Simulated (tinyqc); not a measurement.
What each parameter does: alloy A(1-x)B(x) by interpolation with bowing.

Each gap follows E(x) = (1 - x) E_A + x E_B - C x (1 - x); the lattice constant follows Vegard, a(x) = (1 - x) a_A + x a_B.

Mass at Gamma from the Kane formula 1/m = F + Ep (Eg + 2 Dso/3)/(Eg (Eg + Dso)). F is fixed by the masses of A and B and interpolated linearly, as is Ep; Eg and Dso carry their bowing.

Values chosen for the exercise (A near InAs, B near AlAs; the results hold for these values, not for the real material): Eg = (0.415, 3.128) eV (gap at Gamma to the s-like level of A, B); EgX = (1.418, 2.257) eV (gap to the lowest valley along Gamma-X of A, B); EgL = (1.141, 2.484) eV (gap to L of A, B); C = (0.769, 0, 0) eV (bowing of the Gamma, X and L gaps); x = 0.9 (fraction of B); Dso = (0.39, 0.278) eV (spin-orbit splitting of A, B); Ep = (21.2, 21.4) eV (Kane energy of A, B); me = (0.0258, 0.148) m0 (electron mass at Gamma of A, B); Cs = 0.16 eV (bowing of Dso).

Gaps at x and the Kane mass.

Results for these values:

| case | Gamma (eV) | X (eV) | L (eV) | mass (m0) |
|---|---|---|---|---|
| base | 2.7875 | 2.1731 | 2.3497 | 0.1404 |

What happens to each result for Ep = (23.3, 23.5) eV, all else kept?

Answer: Gamma does not change at the printed digits; X does not change at the printed digits; L does not change at the printed digits; mass rises from 0.1404 to 0.1461.

The same for each parameter in turn:

| case | Gamma (eV) | X (eV) | L (eV) | mass (m0) |
|---|---|---|---|---|
| base | 2.7875 | 2.1731 | 2.3497 | 0.1404 |
| x = 0.94 | 2.9218 | 2.2067 | 2.4034 | 0.1437 |
| C = (0.869, 0.1, 0.1) eV | 2.7785 | 2.1641 | 2.3407 | 0.1399 |
| Eg = (0.436, 3.128) eV | 2.7896 | 2.1731 | 2.3497 | 0.1369 |
| EgX = (1.418, 2.144) eV | 2.7875 | 2.0714 | 2.3497 | 0.1404 |
| EgL = (1.084, 2.484) eV | 2.7875 | 2.1731 | 2.3440 | 0.1404 |
| Ep = (23.3, 23.5) eV | 2.7875 | 2.1731 | 2.3497 | 0.1461 |
| Cs = 0.21 eV | 2.7875 | 2.1731 | 2.3497 | 0.1403 |

(tinyqc, `OMP_NUM_THREADS=1 python tinyqc.py 1051026 1051027 out.jsonl`, Intel(R) Xeon(R) Processor @ 2.30GHz, 1 thread, shared host, about 0.01 s.)
